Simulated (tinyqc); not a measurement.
Carrier density against temperature: charge neutrality of a doped semiconductor with incomplete ionisation. Computed by tinyqc, a small Python program. Command: `OMP_NUM_THREADS=1 python tinyqc.py 3022543 3022544 out.jsonl dopant walk`. One thread of a shared host (Intel(R) Xeon(R) Processor @ 2.30GHz), about 0.05 s of CPU time with the checks.

Energies are counted from the top of the valence band; E_D is measured down from the conduction band and E_A up from the valence band.

Inputs (values chosen for the exercise, modelled on silicon):
```
quantity                    value   unit
gap at 0 K E_g0              1.16     eV
Varshni alpha            0.000468   eV/K
Varshni beta                  643      K
electron mass m_e            0.33    m_0
valleys M_c                     6      -
hole mass m_h               0.783    m_0
donor density N_D         1.6e+18  cm^-3
acceptor density N_A      9.2e+16  cm^-3
donor depth E_D            0.0446     eV
acceptor depth E_A         0.0441     eV
donor degeneracy g_D            2      -
acceptor degeneracy g_A         4      -
```

Doping: n-type, compensated. Statistics of the bands: Fermi-Dirac.

Constants: k_B = 8.617333262e-05 eV/K; m_0 = 9.1093837015e-31 kg; k_B = 1.380649e-23 J/K; h = 6.62607015e-34 J s.

Method:
- E_g = E_g0 - alpha T^2/(T + beta).
- N_c = 2 M_c (2 pi m_e k_B T/h^2)^(3/2) and N_v = 2 (2 pi m_h k_B T/h^2)^(3/2), masses in units of m_0.
- n = N_c F_1/2((E_F - E_g)/k_B T), p = N_v F_1/2(-E_F/k_B T).
- F_1/2(eta) = (2/sqrt(pi)) int_0^infinity sqrt(x)/(1 + exp(x - eta)) dx, by the trapezoid rule in t = sqrt(x) with step 0.02 up to t = 12 (for eta < -12 by exp(eta) - exp(2 eta)/2^(3/2)).
- N_D+ = N_D/(1 + g_D exp((E_F - E_g + E_D)/k_B T)).
- N_A- = N_A/(1 + g_A exp((E_A - E_F)/k_B T)).
- Neutrality: p + N_D+ = n + N_A-; the log ratio is ln[(p + N_D+)/(n + N_A-)].
- Neutrality is solved by bisection at each T. The last column is -k_B d ln(n T^-3/2)/d(1/T) from this row and the one above; it turns negative as ionisation nears completion, when the density grows more slowly than that power of T.

Against temperature:
```
T (K)   n (cm^-3)  E_F from the band edge (eV)  ionised share  activation energy (eV)
18     1.1191e+06                      0.04134        0.05750                       -
24     2.2810e+09                      0.04025        0.05750                0.044600
32     7.7077e+11                      0.03880        0.05750                0.044600
47     2.3873e+14                      0.03609        0.05765                0.044576
74     2.1050e+16                      0.03259        0.07066                0.042164
120    2.0769e+17                      0.03659        0.18730                0.026017
170    4.9421e+17                      0.04673        0.36638                0.012112
260    9.1453e+17                      0.07197        0.62908               -0.000926
300    1.0394e+18                      0.08531        0.70714               -0.014560
600    1.3869e+18                      0.20981        0.92430               -0.038846
```

Between the two coldest rows the activation energy is 0.0446 eV, 1.00 of the dopant depth: with compensation E_F is pinned at the level and the full depth shows. The density is within 10 % of the net doping in one row, 600 K.
